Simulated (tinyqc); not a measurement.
What moves the efficiency: defect, radiative and Auger recombination at equal electron and hole densities (ABC model).

J/(e d) = Ae n + B n^2 + C n^3 with Ae = A + 4 S/w (four side walls, carriers spread evenly), e = 1.602176634e-19 C, lengths in cm; internal efficiency IQE = B n^2/(Ae n + B n^2 + C n^3); all injected carriers recombine in the layer.

Values chosen for the exercise (orders of magnitude like those quoted for GaN; shifted at random, so the results belong to these values and not to a real crystal): A = 14000000 1/s (defect rate); B = 2.4e-12 cm^3/s (radiative coefficient); C = 2.1e-31 cm^6/s (Auger coefficient); S = 0 cm/s (recombination velocity of the side walls); w = 4.7 micrometre (side of the square mesa); d = 3.7 nm (active thickness); J = 0.58 A/cm^2 (current density).

IQE_max = Q/(Q + 2) with Q = B/sqrt(Ae C), reached at n = sqrt(Ae/C).

One parameter was then changed.

Results before and after:
```
case     n (1/cm^3)      IQE  IQE_max  J at the peak (A/cm^2)
base      6.276e+17  0.09663   0.4117                    23.0
changed   6.023e+17   0.1335   0.5121                    27.8
```

Which of these changes was made? (a) B = 3.6e-12 cm^3/s; (b) d = 7.4 nm; (c) J = 1.74 A/cm^2; (d) C = 4.2e-31 cm^6/s; (e) A = 28000000 1/s.

Answer: (a) B = 3.6e-12 cm^3/s. Of the candidates, run in turn, only this one gives the changed row.

All candidates:
```
case                n (1/cm^3)      IQE  IQE_max  J at the peak (A/cm^2)
base                 6.276e+17  0.09663   0.4117                    23.0
A = 28000000 1/s     3.393e+17  0.02823   0.3310                    57.3
B = 3.6e-12 cm^3/s   6.023e+17   0.1335   0.5121                    27.8
C = 4.2e-31 cm^6/s   6.247e+17  0.09571   0.3310                    14.3
d = 7.4 nm           3.302e+17  0.05349   0.4117                    46.1
J = 1.74 A/cm^2      1.598e+18   0.2087   0.4117                    23.0
```

Computed by tinyqc, a small Python program: `OMP_NUM_THREADS=1 python tinyqc.py 1682104 1682105 out.jsonl` (the numbers bound the seed that draws the inputs); one thread of a shared host (Intel(R) Xeon(R) Processor @ 2.30GHz), about 0.01 s for the whole set of steps.
